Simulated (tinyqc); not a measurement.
# Metal-interlayer-semiconductor contact, depinning against tunnelling resistance: two studies

Zero bias, n-type semiconductor. Gap states at the semiconductor surface thin out as exp(-be ti), which unpins the barrier; electrons must then cross the interlayer (a rectangular barrier, no voltage drop across it) and the parabolic depleted layer, both by WKB. Energies E are counted from the Fermi level; no image force, parabolic bands.

Inputs (values chosen for the exercise); semiconductor values close to those of In0.53Ga0.47As; interlayer mass of the order of that in aluminium oxide, offset chosen freely: temperature T = 250 K; band gap Eg = 0.737 eV; relative permittivity eps_r = 13.5; electron affinity chi = 4.52 eV; conduction-band density of states at T Nc = 1.6e17 cm^-3; tunnelling mass in the semiconductor mt = 0.0412 m0; Richardson mass mA = 0.0414 m0; donor density Nd = 8.1e17 cm^-3; charge-neutrality level above the valence band E0 = 0.49 eV; pinning factor without interlayer S0 = 0.15; metal work function phiM = 4.6 eV; interlayer thickness ti = 0.8 nm; conduction-band offset of the interlayer above the semiconductor dE = 2.54 eV; tunnelling mass in the interlayer mi = 0.35 m0; decay constant of gap states through the interlayer be = 2.7 1/nm.

Constants: q = 1.602176634e-19 C, kB = 1.380649e-23 J/K, eps0 = 8.8541878128e-12 F/m, hbar = 1.054571817e-34 J s, h = 6.62607015e-34 J s, m0 = 9.1093837015e-31 kg, Vt = kB T/q, hbar^2/(2 m0) = 0.0380998212 eV nm^2. Results are converted to the units shown.

Each table varies one quantity; the others keep the values above.

## Contact resistivity against the interlayer thickness

S = 1/(1 + (1/S0 - 1) exp(-be ti)); phiB = S (phiM - chi) + (1 - S)(Eg - E0); xi = Ec - EF deep inside, from Nd = Nc F(-xi/Vt), F(x) = (2/sqrt(pi)) int_0^infinity sqrt(u) du/(1 + exp(u - x)); band bending U = phiB - xi; E00 = (hbar/2) sqrt(Nd/(eps0 eps_r mt m0)) in volts; A = 4 pi q mA m0 kB^2/h^3. With U = phiB - xi: for xi < E < phiB, y = (E - xi)/U and G1 = (U/E00) [sqrt(1 - y) - y ln((1 + sqrt(1 - y))/sqrt(y))], G1 = 0 above phiB; G2 = 2 ti sqrt(mi max(phiB + dE - E, 0)/C), C = hbar^2/(2 m0); f = 1/(1 + exp(E/Vt)); 1/rho_c = (A T^2/Vt^2) times the integral of exp(-G1 - G2) f over E from xi upwards. Shares under 0.001 % are printed as 0; rows without band bending are left out.

The same in every row: E00/Vt = 1.04.

Contact resistivity against the interlayer thickness:

| ti (nm) | S | phiB (eV) | rho_c (ohm cm^2) | rho_c with G2 = 0 (ohm cm^2) | peak of the integrand (eV) | share above phiB (%) |
|---|---|---|---|---|---|---|
| 0 | 0.150 | 0.222 | 1.21e-5 | 1.21e-5 | 0.0573 | 0.585 |
| 0.4 | 0.342 | 0.190 | 2.36e-4 | 4.51e-6 | 0.0503 | 1.08 |
| 0.8 | 0.605 | 0.146 | 0.00323 | 1.23e-6 | 0.0399 | 2.41 |
| 1.2 | 0.818 | 0.110 | 0.0575 | 4.50e-7 | 0.0313 | 4.79 |
| 1.6 | 0.930 | 0.0917 | 1.70 | 2.74e-7 | 0.0270 | 7.14 |
| 2 | 0.975 | 0.0842 | 68.3 | 2.26e-7 | 0.0258 | 8.69 |
| 2.4 | 0.991 | 0.0814 | 3.14e3 | 2.11e-7 | 0.0259 | 9.66 |
| 2.8 | 0.997 | 0.0805 | 1.51e5 | 2.06e-7 | 0.0266 | 10.4 |
| 3.2 | 0.999 | 0.0802 | 7.39e6 | 2.04e-7 | 0.0275 | 11.0 |

What does the comparison show?

As ti goes from 0 to 3.2, phiB falls from 0.222 to 0.0802 eV and rho_c rises from 1.21e-5 to 7.39e6 ohm cm^2. No thickness listed beats the bare contact: tunnelling through the layer costs more than the change of the barrier gains. The ratio of rho_c to its value with G2 = 0 runs from 1.00 to 3.62e13.

## Contact resistivity against the metal work function

Same model as above.

The same in every row: S = 0.605; E00/Vt = 1.04.

Result of one run:

| phiM (eV) | phiB (eV) | rho_c (ohm cm^2) | rho_c with G2 = 0 (ohm cm^2) | peak of the integrand (eV) | share above phiB (%) |
|---|---|---|---|---|---|
| 4.42 | 0.0371 | 1.78e-4 | 7.53e-8 | 0.00771 | 19.2 |

What becomes of these results when the metal work function phiM is changed from 4.42 to 4.82 eV, all else the same?

Result of the changed run:

| phiM (eV) | phiB (eV) | rho_c (ohm cm^2) | rho_c with G2 = 0 (ohm cm^2) | peak of the integrand (eV) | share above phiB (%) |
|---|---|---|---|---|---|
| 4.82 | 0.279 | 0.219 | 7.33e-5 | 0.0799 | 0.341 |

The whole series:

| phiM (eV) | phiB (eV) | rho_c (ohm cm^2) | rho_c with G2 = 0 (ohm cm^2) | peak of the integrand (eV) | share above phiB (%) |
|---|---|---|---|---|---|
| 4.42 | 0.0371 | 1.78e-4 | 7.53e-8 | 0.00771 | 19.2 |
| 4.62 | 0.158 | 0.00464 | 1.75e-6 | 0.0432 | 1.98 |
| 4.82 | 0.279 | 0.219 | 7.33e-5 | 0.0799 | 0.341 |
| 5.02 | 0.400 | 12.7 | 0.00379 | 0.125 | 0.0719 |
| 5.22 | 0.521 | 804 | 0.215 | 0.175 | 0.0166 |
| 5.42 | 0.642 | 5.31e4 | 12.8 | 0.225 | 0.00400 |
| 5.62 | 0.763 | 3.60e6 | 783 | 0.274 | 0 |

As phiM goes from 4.42 to 5.62, phiB rises from 0.0371 to 0.763 eV and rho_c rises from 1.78e-4 to 3.60e6 ohm cm^2. The ratio of rho_c to its value with G2 = 0 runs from 2370 to 4590.

Computed by the program tinyqc: `OMP_NUM_THREADS=1 python tinyqc.py 2270160 2270161 out.jsonl`, one thread of a shared Intel Xeon 2.30GHz, about 0.03 s for the whole run.
